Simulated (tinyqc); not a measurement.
Comparisons within one model: free-carrier optics of a doped semiconductor (Drude model with one polar phonon). A value that a table varies takes the place of the one given here.

eps(E) = ei [1 - Ep^2/(E^2 + i E Gam)] + (es - ei) wT^2/(wT^2 - E^2 - i E gT), with Ep^2 = 8 pi c (e^2/(4 pi eps0)) N/(m ei), c = hbar^2/2m0, N in 1/angstrom^3 (1e-24 per 1/cm^3); Gam = hbar/tau, tau = mu m m0/e with m0/e = 5.685630e-12 kg/C and mu in m^2/(V s). Energies in meV.

n + i k = sqrt(eps1 + i eps2) with k >= 0; R = ((n - 1)^2 + k^2)/((n + 1)^2 + k^2) at normal incidence from vacuum; alpha = 2 E k/(hbar c), times 1e8 for 1/cm; loss function Im(-1/eps) = eps2/(eps1^2 + eps2^2).

Constants: hbar^2/2m0 = 3.80998211 eV angstrom^2; e^2/(4 pi eps0) = 14.39964547 eV angstrom; hbar = 6.58211957e-16 eV s; hbar c = 1973.269805 eV angstrom.

Parameters, chosen for this exercise (mass and dielectric values near those of GaN; N and mu are free inputs; interband absorption and the rise of the mass with filling are left out; shifted at random, so the results belong to these values and not to a real crystal):
- m = 0.193 m0 (conductivity mass)
- ei = 5.37 (high-frequency dielectric constant)
- wT = 69.8 meV (TO phonon)
- es = 9.39 (static dielectric constant)
- N = 1.4e+20 1/cm^3 (carrier density)
- mu = 160 cm^2/(V s) (mobility)
- gT = 0.5 meV (phonon damping)
- E = 625 meV (photon energy)

## The coupled modes against doping

L-, L+ solve E^4 - (wL^2 + Ep^2) E^2 + Ep^2 wT^2 = 0, wL = wT sqrt(es/ei); damping left out; energies in meV.

Modes:
```
N (1/cm^3)      Ep     L-      L+  Ep sqrt(ei/es)
2.0e+17      16.31  12.25   92.93           12.34
6.0e+17      28.25  20.93   94.23           21.37
2.0e+18      51.58  36.25   99.33           39.01
4.0e+18      72.95  47.26  107.74           55.17
6.0e+18      89.34  53.37  116.85           67.56
1.0e+19     115.34  59.55  135.19           87.23
3.0e+19     199.78  66.47  209.79          151.08
6.0e+19     282.53  68.17  289.30          213.66
2.0e+20     515.83  69.32  519.42          390.09
```

wL = 92.30 meV

At low density L- follows Ep sqrt(ei/es) (12.25 against 12.34), a plasmon screened by the lattice, and L+ starts at wL. At the highest density L- has come within 0.48 meV of wT, since the carriers screen the field that lifts wL, and L+ is within 3.59 meV of Ep. The branches are closest, 60.47 meV, at 4e+18 1/cm^3 of those listed. The mass is held fixed, while in a real band it rises with filling.

## Reflectance across the plasma edge

Spectrum:
```
E (meV)     eps1    eps2      R  alpha (1/cm)
43.2     -293.83  265.35  0.931      8.13e+04
129.5     -51.31   15.94  0.923      9.51e+04
215.8     -15.95    3.62  0.901      8.79e+04
302.1      -5.65    1.34  0.848      7.33e+04
366.8      -2.14    0.75  0.731      5.52e+04
431.6      -0.07    0.46  0.242      2.26e+04
474.7       0.87    0.35  0.009      8.82e+03
539.5       1.88    0.24  0.026      4.73e+03
647.4       2.94    0.14  0.070      2.63e+03
863.1       4.00    0.06  0.111      1.27e+03
1294.7      4.76    0.02  0.138           519
2157.9      5.15    0.00  0.151           180
```

Ep = 431.6 meV and Gam = 37.5 meV. R is 0.931 at the lowest energy and lowest, 0.009, at 474.7 meV of those listed; without damping and phonon it would vanish at Ep sqrt(ei/(ei - 1)) = 478.4 meV. At the highest energy R is 0.151, against 0.158 for ei alone. Between the last two rows alpha goes as E^-2.08, where the Drude limit far above Ep and Gam is E^-2. Inside the metallic range the phonon cuts a dip in R near L-, below wT = 69.8 meV, which the rows may miss.

## Free-carrier absorption and index change in the near infrared

At the wavelengths listed E = hc/lambda (hc = 1239.841984 eV nm). Approximate forms: alpha = ei Ep^2 Gam/(E^2 sqrt(ei) hbar c) and dn = -sqrt(ei) Ep^2/(2 E^2). The phonon term is left out here.

Free carriers:
```
lambda (micrometre)  E (meV)  alpha (1/cm)  alpha, approximate      dn  dn, approximate
1.31                   946.4      1.03e+03                 915  -0.254           -0.241
1.55                   799.9      1.52e+03            1.28e+03  -0.365           -0.337
2.00                   619.9      2.96e+03            2.13e+03  -0.650           -0.562
3.00                   413.3      3.14e+04            4.80e+03   -1.97            -1.26
5.00                   248.0      8.21e+04            1.33e+04   -1.95            -3.51
8.00                   155.0      9.24e+04            3.41e+04   -1.51            -8.98
10.60                  117.0      9.39e+04            5.99e+04  -0.976            -15.8
```

At 1.55 micrometre alpha = 1.52e+03 1/cm and dn = -0.365; a phase shift of pi needs a length lambda/(2 |dn|) = 2.12 micrometre, over which the loss is 1.40 dB. The approximate alpha is within 5 % up to none of the wavelengths listed; it needs photon energies well above both Ep and Gam, which lie at 2.9 and 33.1 micrometre. Interband and intervalley absorption are left out.

## What moves the optical constants

At the energy E. Each row changes one parameter from the base and keeps the others.

Results:
```
case                Ep (meV)  Gam (meV)       R  alpha (1/cm)
base                  431.57      37.49  0.0625      2.91e+03
N = 2.1e+20 1/cm^3    528.57      37.49  0.0120      5.94e+03
m = 0.2316 m0         393.97      31.24  0.0798      1.89e+03
mu = 96 cm^2/(V s)    431.57      62.48  0.0638      4.81e+03
ei = 5.64             421.12      37.49  0.0738      2.78e+03
E = 750 meV           431.57      37.49  0.0945      1.79e+03
```

The largest shifts from the base row, up to three for each result and ties (the steps differ in size, so this ranks the rows, not the parameters). Ep (meV): N +96.99, m -37.60, ei -10.46; unchanged at the printed digits by mu and E. Gam (meV): mu +24.99, m -6.25; unchanged at the printed digits by N, ei and E. R: N -0.0505, E +0.0320, m +0.0173. alpha (1/cm): N +3.02e+03, mu +1.89e+03, E -1.13e+03.

(tinyqc, `OMP_NUM_THREADS=1 python tinyqc.py 1682562 1682563 out.jsonl`, Intel(R) Xeon(R) Processor @ 2.30GHz, 1 thread, shared host, about 0.01 s.)
